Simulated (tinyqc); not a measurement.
Barrier from its over-barrier resonances.

Inverse problem. A flat barrier of width d = 1.1 nm between equal leads transmits fully where k d = n pi, that is at E_n = U + C (n pi/d)^2/m, C = hbar^2/(2 m0), whatever the lead mass. Find m and U.

Constants: q = 1.602176634e-19 C, hbar = 1.054571817e-34 J s, m0 = 9.1093837015e-31 kg, hbar^2/(2 m0) = 0.0380998212 eV nm^2. Results are converted to the units shown.

energies of resonances n = 1 and 2 (eV): [1.7830749, 5.5122997]

Solution. The spacing is 3 C (pi/d)^2/m, which gives m; either energy then gives U.

m = 0.2500 m0
U = 0.5400 eV

Program tinyqc, `OMP_NUM_THREADS=1 python tinyqc.py 2560134 2560135 out.jsonl`; Intel Xeon 2.30GHz, shared host, one thread, about 0.06 s.
